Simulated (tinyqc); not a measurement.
Monte Carlo simulation of one carrier in a uniform electric field: one step, computed by the program tinyqc. Command: `OMP_NUM_THREADS=1 python tinyqc.py 3002028 3002029 out.jsonl mcfl walk`. One thread of a shared host (Intel(R) Xeon(R) Processor @ 2.30GHz), about 3 s of CPU time with the checks.

The force e F acts along +z. Flights end at the constant total rate Gamma; the part of Gamma that the real rates do not fill is self-scattering, which leaves k unchanged. One valley, no impurities and no intervalley scattering.

Question. Scattering event 1. Kane band: hbar^2 k^2/(2 m) = E (1 + alpha E), speed v = hbar k/(m (1 + 2 alpha E)), states per spin, volume and energy g(E) = m k (1 + 2 alpha E)/(2 pi^2 hbar^2); overlap factors are set to 1. Masses are multiplied by m_0 and all formulas are in SI units. Phonon occupation N_q = 1/(exp(hbar w/(k_B T)) - 1). Acoustic deformation potential (elastic, equipartition, absorption and emission together): 1/tau = 2 pi k_B T D_A^2 g(E)/(hbar rho v_l^2). Polar optical, unscreened: W = e^2 w (1/eps_inf - 1/eps_s) m (1 + 2 alpha E') ln|(k + k')/(k - k')| / (4 pi eps_0 hbar^2 k), times N_q for absorption (E' = E + hbar w) and N_q + 1 for emission (E' = E - hbar w > 0), with alpha = 0 for a parabolic band; mean cosine of the angle <cos> = (k^2 + k'^2)/(2 k k') - 1/ln|(k + k')/(k - k')|. Choice: with cumulative rates in the order acoustic, absorption, emission, the process is the first whose sum exceeds r2 Gamma; if none, self-scattering. Final state: E' = E, E + hbar w or E - hbar w gives k'. Isotropic processes: cos(theta) = 1 - 2 r3 from the z axis, phi = 2 pi r4, k' (sin theta cos phi, sin theta sin phi, cos theta). Polar processes: cos(b) = [1 + xi - (1 + 2 xi)^r3]/xi, xi = 2 k k'/(k - k')^2, b from the old direction n; new direction cos b n + sin b (cos phi e1 + sin phi e2), e1 = (z x n)/|z x n|, e2 = n x e1. Use row 1 of the random numbers.

Inputs (values chosen for the exercise, for a model polar semiconductor):

| quantity | value | unit |
|---|---|---|
| effective mass m | 0.064 | m_0 |
| non-parabolicity alpha | 0.83 | 1/eV |
| static permittivity eps_s | 12.9 | - |
| high-frequency permittivity eps_inf | 7.2 | - |
| density rho | 5100 | kg/m^3 |
| sound velocity v_l | 8520 | m/s |
| acoustic deformation potential D_A | 13 | eV |
| optical phonon energy hbar w | 91.8 | meV |
| lattice temperature T | 300 | K |

Crystal: polar. Band: Kane.

k at the end of the flight (1/nm): 0.1000000  -0.2000000  -0.2398035

Random numbers (0.02 to 0.98, from up to 60 sets tried for early real events), one row a flight:
```
       r1      r2      r3      r4
1  0.9396  0.0454  0.9755  0.7758
2  0.5734  0.3602  0.7137  0.4471
3  0.9492  0.6659  0.1698  0.6220
4  0.0594  0.7082  0.2719  0.1553
5  0.7884  0.4543  0.4342  0.8287
6  0.7306  0.7243  0.3693  0.3919
7  0.8498  0.3080  0.6431  0.0399
```

Gamma = 48.15710 1e12/s

Constants: hbar = 1.054571817e-34 J s; m_0 = 9.1093837015e-31 kg; e = 1.602176634e-19 C; k_B = 1.380649e-23 J/K; hbar = 6.582119569e-16 eV s; eps_0 = 8.8541878128e-12 F/m; k_B = 8.617333262e-05 eV/K.

Give: cumulative rates; r2 Gamma; process chosen; k after event 1, the start of the next flight.

Answer.

cumulative rates (1e12/s): acoustic 0.277, absorption 1.934, emission 1.934

r2 Gamma = 2.186 1e12/s

Process chosen: self-scattering

k after event 1, the start of the next flight (1/nm): 0.1000  -0.2000  -0.2398
